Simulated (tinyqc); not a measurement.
# Double-gate transistor, scale length and short-channel effects, step by step

Numbers from tinyqc (`OMP_NUM_THREADS=1 python tinyqc.py 2420047 2420048 out.jsonl`; about 0.01 s on one thread of a shared Intel Xeon 2.30GHz). Printed values are rounded.

A body of thickness ts between two insulators of thickness ti and two tied gates. Below threshold the potential that source and drain add obeys Laplace's equation and vanishes on the gate. Its lowest mode decays along the channel as exp(-k y); k is the smallest positive root of the matching condition at the interface, and the scale length is Lambda = pi/k.

Parameters, values chosen for the exercise; permittivities: semiconductor close to that of silicon, insulator close to that of aluminium oxide:
- T = 350 K (temperature)
- eps_r = 11.5 (relative permittivity of the semiconductor)
- ei = 8.65 (relative permittivity of the insulator)
- ti = 3 nm (insulator thickness)
- ts = 6.3 nm (body thickness)
- L = 36 nm (channel length)
- Vbi = 0.99 V (potential of the source)
- sT = 0.47 V (potential of the barrier top at threshold)
- VTL = 0.42 V (long-channel threshold)
- m = 1 (long-channel body factor)
- Vds = 0.5 V (drain voltage)

Constants: q = 1.602176634e-19 C, kB = 1.380649e-23 J/K, Vt = kB T/q. Results are converted to the units shown.

## Scan of the matching condition

k, point 0 to 7 (1/nm): [0.04375, 0.0875, 0.13125, 0.175, 0.21875, 0.2625, 0.30625, 0.35]

f(k) = ei cos(k ti) cos(k ts/2) - eps_r sin(k ti) sin(k ts/2).

f(k), point 0 to 7: [8.287538, 7.226235, 5.542469, 3.357412, 0.828315, -1.862812, -4.522293, -6.958727]

The first change of sign lies between k = 0.21875 and 0.2625 1/nm.

## Iteration 1: decay constant by Newton steps

k at the start = 0.2625 1/nm

f(k) = ei cos(k ti) cos(k ts/2) - eps_r sin(k ti) sin(k ts/2); f' by a central difference with +/- 1e-5 1/nm; k(new) = k - f/f'.

f = -1.862812
f' = -61.89401 nm
k after iteration 1 = 0.2324032 1/nm

## Iteration 2: decay constant by Newton steps

As before.

f = -0.003108213
f' = -61.33439 nm
k after iteration 2 = 0.2323525 1/nm

## Course of the iteration: decay constant by Newton steps

Stop when k changes by less than 1e-10 1/nm, or after 30 iterations.

Course of the iteration:
```
iteration   k (1/nm)  |change| (1/nm)
1          0.2324032           0.0301
2          0.2323525          5.07e-5
3          0.2323525          1.13e-9
4          0.2323525                0
```

Converged in 4 iterations. The change falls from 0.030 in the first iteration to below the tolerance in the last.

## Scale length against simple estimates

k = 0.2323525 1/nm

Lambda = pi/k and l = 1/k. A parabolic potential across the structure gives l(parabolic) = sqrt((eps_r/(2 ei)) ts ti (1 + ei ts/(4 eps_r ti))).

Lambda = 13.52080 nm
l = 4.303805 nm
l(parabolic) = 4.186267 nm

The parabolic estimate is 2.7 % below l.

## Threshold shift, barrier position and swing

Along the channel psi(y) = s + a exp(y/l) + b exp(-y/l) with psi(0) = Vbi, psi(L) = Vbi + Vds and l = 1/k = Lambda/pi; with A = Vbi - s, B = A + Vds, x = exp(-L/l): a = (B - A x) x/(1 - x^2), b = (A - B x)/(1 - x^2). The minimum is s + 2 sqrt(a b), at y = (l/2) ln(b/a). The long-channel potential follows the gate as s = sT + (Vg - VTL)/m, and the threshold VT is the gate voltage at which the minimum equals sT. Swing = m Vt ln 10/g at threshold, g = d(minimum)/ds = 1 - (b x + a)/((1 + x) sqrt(a b)).

s at threshold = 0.4470355 V
a = 2.429281e-4 V
b = 0.5427216 V
position of the minimum = 16.59458 nm
VT = 0.3970355 V
swing = 71.75514 mV/decade

The threshold lies 23.0 mV below the long-channel value, and the barrier top sits at 0.46 L from the source.
